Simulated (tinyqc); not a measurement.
Resistance of a source-drain extension with a graded tip: one step of the calculation.

y runs along the channel, the gate covers y > 0. The doping is N0 for y < y0 and N0 10^(-(y - y0)/la) beyond, uniform over the depth xj. Sheet conductance s(y) = q mu(N) max(N - Nch, 0) xj + (for y > 0) ma Cox Vo, with mu(N) = u0 + (u1 - u0)/(1 + (N/Nr)^au) and Cox = eps0 eox/tox. Current is taken as one-dimensional; depletion of the tip, spreading and the contact are left out. The metallurgical junction lies at yj, where N = Nch.

Question. Resistance of the overlapped part. Midpoint rule on 9 equal steps from 0 to yj: R_ov = sum h/s(y), per width.

Values chosen for this exercise; mobility law close to that of holes in silicon:

| symbol | value | unit | meaning |
|---|---|---|---|
| eox | 22.2 |  | relative permittivity of the gate insulator (close to hafnium oxide) |
| tox | 9.6 | nm | insulator thickness |
| N0 | 1.8e20 | cm^-3 | active doping of the extension far from the gate |
| la | 4.3 | nm/decade | lateral abruptness |
| y0 | -0.2 | nm | position under the gate where the fall begins (gate edge at 0) |
| xj | 15 | nm | depth of the extension |
| Nch | 7.1e17 | cm^-3 | channel doping |
| Vo | 0.73 | V | gate overdrive |
| ma | 52 | cm^2/(V s) | mobility of the gate-induced layer |
| u1 | 470.5 | cm^2/(V s) | mobility at low doping |
| u0 | 44.9 | cm^2/(V s) | mobility at high doping |
| Nr | 2.23e17 | cm^-3 | reference doping |
| au | 0.719 |  | exponent |

Constants: q = 1.602176634e-19 C, eps0 = 8.8541878128e-14 F/cm where lengths are in cm. Results are converted to the units shown.

Give: y; N; doped conductance; sheet resistance; R_ov.

Answer.

| point | y (nm) | N (cm^-3) | doped conductance (uS) | sheet resistance (ohm/square) |
|---|---|---|---|---|
| 0 | 0.56318 | 1.1962e20 | 1414.2 | 670.26 |
| 1 | 1.6895 | 6.5440e19 | 808.00 | 1129.0 |
| 2 | 2.8159 | 3.5801e19 | 469.45 | 1827.6 |
| 3 | 3.9423 | 1.9586e19 | 278.02 | 2811.0 |
| 4 | 5.0686 | 1.0715e19 | 167.51 | 4077.7 |
| 5 | 6.1950 | 5.8623e18 | 101.46 | 5580.9 |
| 6 | 7.3214 | 3.2072e18 | 59.694 | 7277.0 |
| 7 | 8.4477 | 1.7546e18 | 31.033 | 9194.8 |
| 8 | 9.5741 | 9.5991e17 | 9.3253 | 11488 |

R_ov = 49.623 ohm um

Computed by the program tinyqc: `OMP_NUM_THREADS=1 python tinyqc.py 2282051 2282052 out.jsonl`, one thread of a shared Intel Xeon 2.30GHz, about 0.03 s for the whole run.
